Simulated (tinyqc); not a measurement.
# Changing the mass of B

Model: collinear exchange A + BC -> AB + C on a London-Eyring-Polanyi-Sato surface: saddle, string of images and rate. Computed by tinyqc, a small Python program. Command: `OMP_NUM_THREADS=1 python tinyqc.py 3111957 3111958 out.jsonl leps sweep`. One thread of a shared host (Intel(R) Xeon(R) Processor @ 2.30GHz), about 0.4 s of CPU time with the checks.

x = r(AB), y = r(BC), r(AC) = x + y. V is counted from separated atoms, the barrier from A + BC, that is V + D(BC).

Inputs (values chosen for the exercise, bond data loosely for abstraction of hydrogen from a Ge-H bond by a hydrogen atom; the barrier is not fitted): D(AB) = 4.7 eV; r0(AB) = 0.742 angstrom; beta(AB) = 1.94 1/angstrom; D(BC) = 3.71 eV; r0(BC) = 1.53 angstrom; beta(BC) = 1.45 1/angstrom; D(AC) = 3.65 eV; r0(AC) = 1.53 angstrom; beta(AC) = 1.45 1/angstrom; Sato parameter S = 0.17; mass of A = 1.008 u; mass of C = 72.6 u; temperature T = 1200 K; step of the string = 0.01 angstrom^2/eV.

Constants: nu for 1 eV/(angstrom^2 u) = 15.6333042 THz; h x 1 THz = 4.135667696 meV; k_B = 1.380649e-23 J/K; u = 1.6605390666e-27 kg; k_B = 8.617333262e-05 eV/K.

Method:
- For each pair, with u = exp(-beta (r - r0)): Q = D [(3 + S) u^2 - (2 + 6 S) u]/(4 (1 + S)), J = D [(1 + 3 S) u^2 - (6 + 2 S) u]/(4 (1 + S)); V = Q1 + Q2 + Q3 - sqrt(((J1 - J2)^2 + (J2 - J3)^2 + (J3 - J1)^2)/2).
- String of 9 images between the fixed ends (r0(AB) + 2, r0(BC)) and (r0(AB), r0(BC) + 2), started on the two straight legs through (r0(AB) + 0.3, r0(BC) + 0.3): each iteration moves the inner images by -step x gradient (central differences) and spaces them evenly again along the broken line (coordinates are kept between 0.2 and 8 angstrom); stop when no coordinate changes by more than 1e-5 angstrom, at most 400 iterations.
- From the highest inner image, z -> z - H^-1 g with gradient g and Hessian H by central differences, steps capped at 0.15 angstrom, 12 steps.
- Wilson matrix G = [[1/m_A + 1/m_B, -1/m_B], [-1/m_B, 1/m_B + 1/m_C]]; eigenvalues lambda of G H give nu = 15.6333042 THz x sqrt(|lambda|), the negative one being imaginary. Reactant: nu_BC from k = 2 D beta^2 and 1/m_B + 1/m_C. Skew angle: cos = sqrt(m_A m_C/((m_A + m_B)(m_B + m_C))).
- One-dimensional rate constant without tunnelling, k = sqrt(k_B T/(2 pi mu)) [sinh(h nu_BC/(2 k_B T))/sinh(h nu_s/(2 k_B T))] exp(-barrier/(k_B T)) with mu = m_A (m_B + m_C)/(m_A + m_B + m_C); Wigner factor 1 + (h nu_i/(k_B T))^2/24; adiabatic barrier = barrier + h (nu_s - nu_BC)/2.

One run for each value:
```
mass of B (u)  rate constant k (cm/s)  adiabatic barrier (eV)  imaginary frequency (THz)  skew angle (degrees)
1.008                           66471                 0.08539                     34.787                45.392
2.014                           53352                 0.10826                     30.510                55.271
3.016                           48133                 0.11758                     28.314                60.632
6.000                           41583                 0.12848                     25.108                68.624
12.000                          36951                 0.13490                     22.559                75.056
19.000                          34674                 0.13745                     21.238                78.473
```

What does the table show?

Over the rows, rate constant k (cm/s) falls from 66500 to 34700 (exponent d ln y / d ln x -0.32 between the first rows and -0.14 between the last); adiabatic barrier (eV) rises from 0.0854 to 0.137 (exponent d ln y / d ln x 0.34 between the first rows and 0.041 between the last); imaginary frequency (THz) falls from 34.8 to 21.2 (exponent d ln y / d ln x -0.19 between the first rows and -0.13 between the last).

Caution (rows 1.01): the adiabatic barrier is below k_B T, so the saddle is a poor dividing surface.
